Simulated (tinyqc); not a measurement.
Changing the longitudinal mass m_l: donor in an ellipsoidal valley (Kohn-Luttinger variational method). Computed by tinyqc, a small Python program. Command: `OMP_NUM_THREADS=1 python tinyqc.py 3008069 3008070 out.jsonl kohnlutt sweep`. One thread of a shared host (Intel(R) Xeon(R) Processor @ 2.30GHz), about 0.1 s of CPU time with the checks.

H = -(d^2/dx^2 + d^2/dy^2) - gamma d^2/dz^2 - 2/r in units built on m_t, with gamma = m_t/m_l and z along the valley axis. One valley; no valley-orbit or central-cell term.

Inputs (values chosen for the exercise, modelled on germanium): transverse mass m_t = 0.0833 m_0; dielectric constant eps = 15.6.

Constants: Ry = 13.605693123 eV; a_0 = 0.529177210903 angstrom.

Method:
- Ry* = Ry m_t/eps^2, a* = a_0 eps/m_t, gamma = m_t/m_l.
- Trial function exp(-sqrt((x^2 + y^2)/a^2 + z^2/b^2)) with beta = b/a < 1: E = t/a^2 - u/a, t = (2 + gamma/beta^2)/3, u = 2 arcsin(sqrt(1 - beta^2))/sqrt(1 - beta^2); the best a is 2 t/u and E(beta) = -u^2/(4 t).
- Golden-section search on beta from 0.05 to 0.999, 60 steps.
- Gaussian basis: g = P exp(-al (x^2 + y^2) - be z^2) with P = 1 (s-like), z (2p0) or x (2p+-); al = 0.004 x 2.6^k, k = 0..11, and be/al = 1, gamma^(-1/2) or 1/gamma (36 functions); 1/r = (2/sqrt(pi)) int exp(-t^2 r^2) dt by 48 Gauss-Legendre points after t = sqrt(al_i + al_j) tan(theta); overlap eigenvalues below 1e-10 are dropped.

One run for each value:

| longitudinal mass m_l (m_0) | 1s binding energy, trial function (meV) | 2p0 binding energy (meV) | 2p+- binding energy (meV) | best beta | 1s binding energy, Gaussian basis (meV) |
|---|---|---|---|---|---|
| 0.10 | 4.94 | 1.297 | 1.206 | 0.9369 | 4.94 |
| 0.15 | 5.60 | 1.632 | 1.297 | 0.8114 | 5.61 |
| 0.24 | 6.40 | 2.092 | 1.396 | 0.6875 | 6.40 |
| 0.37 | 7.15 | 2.585 | 1.480 | 0.5908 | 7.16 |
| 0.58 | 7.94 | 3.166 | 1.560 | 0.5052 | 7.95 |
| 0.89 | 8.68 | 3.780 | 1.628 | 0.4356 | 8.71 |
| 1.40 | 9.44 | 4.485 | 1.693 | 0.3726 | 9.49 |
| 2.10 | 10.11 | 5.156 | 1.744 | 0.3242 | 10.17 |
| 3.30 | 10.81 | 5.935 | 1.794 | 0.2777 | 10.91 |

Describe the trends.

Over the rows, 1s binding energy, trial function (meV) rises from 4.94 to 10.8 (exponent d ln y / d ln x 0.31 between the first rows and 0.15 between the last); 2p0 binding energy (meV) rises from 1.30 to 5.93 (exponent d ln y / d ln x 0.57 between the first rows and 0.31 between the last); 2p+- binding energy (meV) rises from 1.21 to 1.79 (exponent d ln y / d ln x 0.18 between the first rows and 0.062 between the last).

Extremes, crossings and ranges named in words are read from the listed rows.
